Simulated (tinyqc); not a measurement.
Shallow donor in an anisotropic valley (effective-mass theory): one step. Scan over the shape. Four cases, with inputs chosen for the exercise.

Question. For each ratio b/a = 0.2, 0.3, ..., 0.9 the best scale follows from a = -2 T1/V1, with T1 and V1 taken at a = 1 angstrom.

One valley: H = -c [(d2/dx2 + d2/dy2)/mt + (d2/dz2)/ml] - q/(eps r), c = hbar^2/2m0, q = e^2/(4 pi eps0). Trial function exp(-sqrt((x^2 + y^2)/a^2 + z^2/b^2)) with a > b: T = (c/3)(2/(mt a^2) + 1/(ml b^2)), V = -(q/eps) atan(u/b)/u, u = sqrt(a^2 - b^2). The central cell of the impurity is left out.

Constants: hbar^2/2m0 = 3.80998211 eV angstrom^2; e^2/(4 pi eps0) = 14.39964547 eV angstrom.

Case 1.

Values chosen (out of a larger set: near those of a group-V donor in Si; not measured data): ml = 0.888 m0 (longitudinal mass); mt = 0.187 m0 (transverse mass); eps = 11.8 (dielectric constant).

Case 2.

Values chosen (out of a larger set: near those of Ge; not measured data): ml = 1.601 m0 (longitudinal mass); mt = 0.082 m0 (transverse mass); eps = 15.4 (dielectric constant).

Case 3.

Values chosen (out of a larger set: near those of Ge; not measured data): ml = 1.549 m0 (longitudinal mass); mt = 0.084 m0 (transverse mass); eps = 15.1 (dielectric constant).

Case 4.

Values chosen (out of a larger set: near those of 3C SiC; not measured data): ml = 0.657 m0 (longitudinal mass); mt = 0.253 m0 (transverse mass); eps = 9.7 (dielectric constant).

Give: Scan.

Answer.

Case 1.

Scan:
```
b/a  a (angstrom)  b (angstrom)  E (meV)
0.2         57.85         11.57  -14.741
0.3         36.40         10.92  -22.251
0.4         29.18         11.67  -26.447
0.5         26.16         13.08  -28.199
0.6         24.82         14.89  -28.492
0.7         24.28         17.00  -27.987
0.8         24.17         19.34  -27.073
0.9         24.31         21.88  -25.970
```

The best listed ratio is 0.6; (mt/ml)^(1/2) = 0.46 and (mt/ml)^(1/3) = 0.59 are common guesses.

Case 2.

Scan:
```
b/a  a (angstrom)  b (angstrom)  E (meV)
0.2         77.75         15.55   -8.404
0.3         64.12         19.24   -9.677
0.4         60.76         24.31   -9.732
0.5         60.40         30.20   -9.359
0.6         61.23         36.74   -8.851
0.7         62.60         43.82   -8.319
0.8         64.25         51.40   -7.804
0.9         66.06         59.45   -7.323
```

The best listed ratio is 0.4; (mt/ml)^(1/2) = 0.23 and (mt/ml)^(1/3) = 0.37 are common guesses.

Case 3.

Scan:
```
b/a  a (angstrom)  b (angstrom)  E (meV)
0.2         76.13         15.23   -8.754
0.3         62.18         18.65  -10.178
0.4         58.63         23.45  -10.286
0.5         58.13         29.07   -9.918
0.6         58.83         35.30   -9.394
0.7         60.09         42.06   -8.838
0.8         61.64         49.31   -8.297
0.9         63.34         57.01   -7.789
```

The best listed ratio is 0.4; (mt/ml)^(1/2) = 0.23 and (mt/ml)^(1/3) = 0.38 are common guesses.

Case 4.

Scan:
```
b/a  a (angstrom)  b (angstrom)  E (meV)
0.2         56.26         11.25  -18.440
0.3         31.99          9.60  -30.793
0.4         23.56          9.42  -39.847
0.5         19.80          9.90  -45.328
0.6         17.91         10.75  -48.038
0.7         16.92         11.84  -48.871
0.8         16.41         13.12  -48.524
0.9         16.18         14.56  -47.470
```

The best listed ratio is 0.7; (mt/ml)^(1/2) = 0.62 and (mt/ml)^(1/3) = 0.73 are common guesses.

Computed by tinyqc, one run a case: `OMP_NUM_THREADS=1 python tinyqc.py N N+1 out.jsonl` with N = 1252015, 1252104, 1252453, 1252464; one thread of a shared Intel(R) Xeon(R) Processor @ 2.30GHz, about 0.01 s a run at most.
